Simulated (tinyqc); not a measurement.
Inside a calculation. Model: programming of a floating-gate cell by Fowler-Nordheim tunnelling.

Program tinyqc, `OMP_NUM_THREADS=1 python tinyqc.py 2130007 2130008 out.jsonl`; Intel Xeon 2.30GHz, shared host, one thread, about 0.01 s. Printed values are rounded.

Per tunnel area the floating gate has Ctun = 3.9 eps0/tox to the channel (0 V) and Ccg to the control gate, Ct = Ctun/(1 - ag), no other coupling. With the threshold shift U = -Q/Ccg the field is F = ag (Vg - U)/tox, and dU/dt = J/Ccg. Fowler-Nordheim: J = A F^2 exp(-B/F), A = q^2/(16 pi^2 hbar mo phi) (times 1e14 for A/cm^2 with F in V/nm, emitter mass m0), B = (4/3) sqrt(mo/C) phi^1.5, C = hbar^2/(2 m0).

Inputs (values chosen for the exercise); oxide values close to those of silicon dioxide:
```
symbol,value,unit,meaning
phi,3.02,eV,tunnel barrier
mo,0.41,m0,tunnelling mass
tox,6.6,nm,tunnel oxide thickness
ag,0.63,,coupling ratio Ccg/Ct
ar,5300,nm^2,tunnel area
Vt0,-0.7,V,threshold shift at the start
Vg,11.6,V,control-gate voltage
dt,0.31,us,time step
n,8,,steps
```

Constants: q = 1.602176634e-19 C, hbar = 1.054571817e-34 J s, m0 = 9.1093837015e-31 kg, eps0 = 8.8541878128e-14 F/cm where lengths are in cm, hbar^2/(2 m0) = 0.0380998212 eV nm^2. Results are converted to the units shown.

Range of the model: Programming fields of 10 MV/cm and more wear the oxide; trapping and the channel potential are ignored.

## Constants of the cell

A, B, Ccg = ag Ct, the starting field and current, K = A B ag/(Ccg tox), and the knee time t0 = exp(B/F(0))/K.

A = 1.24490e8 A cm^-2 (V/nm)^-2
B = 22.9551 V/nm
Ccg = 0.890857 uF/cm^2
F(0) = 1.17409 V/nm
J(0) = 0.553952 A/cm^2
K = 3.06198e14 1/s
t0 = 1.01173 us
electrons for 1 V of shift = 294.696

## Explicit time steps against the exact solution

U(new) = U + dt J(F(U))/Ccg. Exact: exp(B/F(t)) = exp(B/F(0)) + K t, K = A B ag/(Ccg tox), and U = Vg - tox F/ag.

t, step 0 to 8 (us): [0, 0.31, 0.62, 0.93, 1.24, 1.55, 1.86, 2.17, 2.48]
F, step 0 to 8 (V/nm): [1.17409, 1.15569, 1.14263, 1.13246, 1.12412, 1.11704, 1.11091, 1.10549, 1.10064]
J, step 0 to 8 (A/cm^2): [0.553952, 0.393154, 0.306269, 0.251164, 0.212913, 0.184745, 0.163113, 0.145969, 0.132043]
U by steps, step 0 to 8 (V): [-0.700000, -0.507236, -0.370427, -0.263852, -0.176452, -0.102363, -0.038075, 0.018685, 0.069479]
U exact, step 0 to 8 (V): [-0.700000, -0.534119, -0.406473, -0.303105, -0.216473, -0.142054, -0.076924, -0.019090, 0.032870]

The steps run ahead by 26.9 mV after the first and 36.6 mV after the last, as each uses the larger current of its start; the step is 0.31 of the knee time t0.
